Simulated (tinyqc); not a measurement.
From results back to parameters: band gaps under pressure and temperature from deformation potentials. Three cases, with inputs chosen for the exercise.

Problem. A gap falls from its value at 0 K by aV T^2/(T + bV). The falls at two temperatures are given.

Case 1.

Values chosen (out of a larger set: near those of InP, the X and L potentials typical of such crystals; not measured data): T12 = (150, 200) K (two temperatures).

falls at the two temperatures (meV): 26.262058  40.221607

Case 2.

Values chosen (out of a larger set: near those of AlAs, the X and L potentials typical of such crystals; not measured data): T12 = (77, 400) K (two temperatures).

falls at the two temperatures (meV): 8.850397  156.942675

Case 3.

Values chosen (out of a larger set: near those of Si, the X and L potentials typical of such crystals; not measured data): T12 = (77, 150) K (two temperatures).

falls at the two temperatures (meV): 11.415537  31.779197

Find: T^2/fall; aV; bV.

Solution. T^2/fall = (T + bV)/aV is a straight line in T with slope 1/aV and intercept bV/aV.

Case 1.

T^2/fall (K^2/meV): 856.7  994.5

aV = 0.363 meV/K
bV = 161 K

Case 2.

T^2/fall (K^2/meV): 669.9  1019.5

aV = 0.924 meV/K
bV = 542 K

Case 3.

T^2/fall (K^2/meV): 519.4  708.0

aV = 0.387 meV/K
bV = 124 K

Computed by tinyqc, one run a case: `OMP_NUM_THREADS=1 python tinyqc.py N N+1 out.jsonl` with N = 1051497, 1051515, 1080002; one thread of a shared Intel(R) Xeon(R) Processor @ 2.30GHz, about 0.01 s a run at most.
